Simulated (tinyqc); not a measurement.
Comparisons within one model: Koster-Slater impurity in an sp3s* host. A value that a table varies takes the place of the one given here.

sp3s* tight binding, nearest neighbours only: anion (a) at 0, cation (c) at a/4 (1,1,1), orbitals s, px, py, pz, s* on each; k in units of 2 pi/a. With phases e_j = exp(i (pi/2) k.n_j) for n = (1,1,1), (1,-1,-1), (-1,1,-1), (-1,-1,1): g0 = (e1+e2+e3+e4)/4, g1 = (e1+e2-e3-e4)/4, g2 = (e1-e2+e3-e4)/4, g3 = (e1-e2-e3+e4)/4. The diagonal holds the levels Esa, Epa, Exa (s*) and Esc, Epc, Exc. Anion-cation block: <sa|sc> = Vss g0; <sa|xc> = Vsapc g1; <xa|sc> = -Vscpa g1; <xa|xc> = Vxx g0; <xa|yc> = <ya|xc> = Vxy g3, <xa|zc> = <za|xc> = Vxy g2, <ya|zc> = <za|yc> = Vxy g1; <s*a|xc> = Vxapc g1; <xa|s*c> = -Vpaxc g1; y and z take g2 and g3 in place of g1; s-s* and s*-s* vanish.

A defect on an anion site (a) shifts the s level there by Vs or the three p levels by Vp and leaves the rest. A level in the gap solves 1/Vs = G_s(E) (symmetry A1) or 1/Vp = G_p(E) (T2, threefold), with G(E) = (1/N^3) sum over k and bands of w/(E - e), where w is the weight of the state on the s orbital of that site, or the mean weight on its px, py, pz. Mesh: k = f1 (-1,1,1) + f2 (1,-1,1) + f3 (1,1,-1), f = (j + 1/2)/N, j = 0 to N - 1. Energies from the top of the valence band at Gamma; the s* orbital of the site is left as it is. An infinite shift removes the s or p orbitals, the model of the ideal vacancy: G(E) = 0.

Inputs chosen for the exercise (out of a larger set: near a published set for AlAs; not measured data): p = (-7.542, 0.986, -1.165, 3.599, 7.453, 6.731, -6.638, 1.875, 4.291, 5.111, 5.498, 4.537, 4.983) eV (order Esa, Epa, Esc, Epc, Exa, Exc, Vss, Vxx, Vxy, Vsapc, Vscpa, Vxapc, Vpaxc); N = 4 (mesh); V = -32.3 eV (shift of the s level).

## Level against strength of the defect

Eg (smallest gap of the host) = 2.24772 eV

A dash: no level in the gap from 0 to Eg. The last row is the ideal vacancy.

Levels (eV above the valence band):

| shift (eV) | A1 | T2 |
|---|---|---|
| -40 | 1.209 | 2.109 |
| -20 | 1.477 | 2.187 |
| -12 | 1.707 | 2.237 |
| -8 | 1.882 | - |
| -5 | 2.048 | - |
| -3 | 2.167 | - |
| +3 | - | 0.045 |
| +5 | - | 0.479 |
| +8 | - | 0.977 |
| +12 | - | 1.336 |
| +20 | - | 1.630 |
| +40 | 0.190 | 1.827 |
| vacancy | 0.803 | 1.988 |

What can be read from the table?

A1: a level lies in the gap for the attractive shifts -3, -5, -8, -12, -20 and -40 eV and for the repulsive +40 eV; both branches tend to the vacancy level, 0.803 eV, which pins them. T2: a level lies in the gap for the attractive shifts -12, -20 and -40 eV and for the repulsive +3, +5, +8, +12, +20 and +40 eV; both branches tend to the vacancy level, 1.988 eV, which pins them. A level passes the edges where the shift equals 1/G, a value that is sensitive to the mesh there: on this one 1/G(0) = 32.0 and 1/G(Eg) = -1.3 eV for s, 2.8 and -9.9 eV for p.

## Convergence with the mesh

The same level (G_s = 1/V) on meshes of growing size; a dash: no level from 0 to Eg.

Mesh:

| N | points | G_s(Eg/2) (1/eV) | level (eV) |
|---|---|---|---|
| 2 | 8 | -0.01951 | 1.2767 |
| 3 | 27 | -0.01885 | 1.2827 |
| 4 | 64 | -0.01878 | 1.2835 |
| 6 | 216 | -0.01877 | 1.2836 |
| 8 | 512 | -0.01877 | 1.2836 |

What can be read from the table?

Against N = 8, G at mid-gap is off by -0.00074 at N = 2 and 0.00000 1/eV at N = 6; the level moves by 0.0 meV from N = 6 to 8. Errors in G are magnified in the level by 1/|dG/dE|, and a level near a band edge needs the finest mesh, since the sum there is ruled by few points.

Run: tinyqc, `OMP_NUM_THREADS=1 python tinyqc.py 1450647 1450648 out.jsonl`; Intel(R) Xeon(R) Processor @ 2.30GHz, one thread, shared host; about 0.04 s of CPU time with all checks.
